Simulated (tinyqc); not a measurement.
Barrier and mass from two Fowler-Nordheim currents.

Inverse problem. Fowler-Nordheim tunnelling through a dielectric follows J = A F^2 exp(-B/F), A = q^2 me/(16 pi^2 hbar m1 phi1) (A/V^2 with phi1 in volts), B = (4/3) sqrt(m1/C) phi1^1.5 (V/nm), C = hbar^2/(2 m0). Find B, A, phi1 and m1.

Inputs (values chosen for the exercise):
```
symbol  value  unit                              meaning
me          1    m0  emitter mass in the supply function
```

Constants: q = 1.602176634e-19 C, hbar = 1.054571817e-34 J s, m0 = 9.1093837015e-31 kg, hbar^2/(2 m0) = 0.0380998212 eV nm^2. Results are converted to the units shown.

J at F = 0.87 and 1.24 V/nm (A/cm^2): [5.1036947e-6, 0.087770045]

Solution. The slope of ln(J/F^2) against 1/F is -B and the intercept gives A. A fixes the product m1 phi1, and B = (4/3) phi1 sqrt(m1 phi1/C) then gives phi1.

B = 26.37 V/nm
A = 9.813e-7 A/V^2
phi1 = 3.080 eV
m1 = 0.5100 m0

Program tinyqc, `OMP_NUM_THREADS=1 python tinyqc.py 2540128 2540129 out.jsonl`; Intel Xeon 2.30GHz, shared host, one thread, about 0.04 s.
